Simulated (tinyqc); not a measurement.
Crystal pulling from the melt: segregation, interface stability, heat balance and point-defect regime: one step, computed by the program tinyqc. Command: `OMP_NUM_THREADS=1 python tinyqc.py 3023518 3023519 out.jsonl pull walk`. One thread of a shared host (Intel(R) Xeon(R) Processor @ 2.30GHz), about 0.01 s of CPU time with the checks.

A dilute solute; steady pulling with a flat interface unless it is found unstable.

Question. Heat balance and the ratio V/G. k_S G_S = k_L G_L + L V; the largest rate for this G_S, with G_L = 0, is k_S G_S/L. Voronkov: the crystal grows vacancy-rich if V/G_S > xi_c and interstitial-rich if below; at fixed G_L the neutral rate solves V = xi_c G_S(V).

Inputs (values chosen for the exercise, modelled on germanium in silicon): pull rate V = 0.35 mm/min; gradient in the melt G_L = 10 K/cm; solid conductivity k_S = 20.4 W/(m K); melt conductivity k_L = 56 W/(m K); latent heat per volume L = 4260 J/cm^3; critical ratio xi_c = 0.14 mm^2/(min K).

Give: gradient in the solid G_S; largest rate; V/G_S; neutral pull rate.

Answer.

gradient in the solid G_S = 39.63 K/cm

largest rate = 1.139 mm/min

V/G_S = 0.08831 mm^2/(min K)

neutral pull rate = 0.7495 mm/min

V/G_S is 0.63 xi_c: interstitials survive and can form dislocation loops. Latent heat makes up 31 % of the flux.
